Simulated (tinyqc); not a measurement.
Stretching all distances: RHF, UHF, MP2, CISD and CCSD against full CI in the 6-311g basis, for H2, spin multiplicity 1. Computed by the program tinyqc with PySCF. All coordinates are multiplied by the scale. c0^2 is the weight of the RHF determinant in the lowest singlet FCI state (UHF is spin-contaminated and may lie near states of higher spin) and n(LUMO) the first natural occupation beyond the occupied space.

Geometry (angstrom):
```
atom       x       y       z
H     0.0000  0.0000  0.0000
H     0.0000  0.0000  0.6760
```

Full CI energy (hartree) and errors against it (kcal/mol):
```
scale   distance 1-2 (angstrom)     E(FCI)      RHF      UHF      MP2    CISD    CCSD  <S^2> UHF    c0^2  n(LUMO)
0.8600                   0.5814  -1.128129  14.4297  14.4297   3.8131  0.0000  0.0000     0.0000  0.9895   0.0148
1.0600                   0.7166  -1.152904  15.7081  15.7081   4.5950  0.0000  0.0000     0.0000  0.9858   0.0232
1.2700                   0.8585  -1.147366  17.7317  17.7317   5.8109  0.0000  0.0000     0.0000  0.9796   0.0362
1.4700                   0.9937  -1.130433  20.3540  20.3540   7.3761  0.0000  0.0000     0.0000  0.9710   0.0537
1.8800                   1.2709  -1.088142  27.8127  26.5256  11.9225  0.0000  0.0000     0.2183  0.9413   0.1124
2.0800                   1.4061  -1.069219  32.4605  25.1229  14.8377  0.0000  0.0000     0.4730  0.9193   0.1553
```

Estimate the missing row, scale = 1.67.

Computed row:
```
scale   distance 1-2 (angstrom)     E(FCI)      RHF      UHF     MP2    CISD    CCSD  <S^2> UHF    c0^2  n(LUMO)
1.6700                   1.1289  -1.109843  23.6450  23.6450  9.3601  0.0000  0.0000     0.0000  0.9588   0.0780
```

UHF parts from RHF first at scale 1.88 of those listed, where <S^2> leaves zero. The weight c0^2 goes from 0.99 to 0.92 and n(LUMO) from 0.01 to 0.16: static correlation grows as the bonds break into open-shell fragments. The spread of the error along the curve, which distorts its shape, is CISD 0.0, CCSD 0.0, MP2 11.0, UHF 12.1, RHF 18.0 kcal/mol. With two electrons CISD and CCSD are exact.
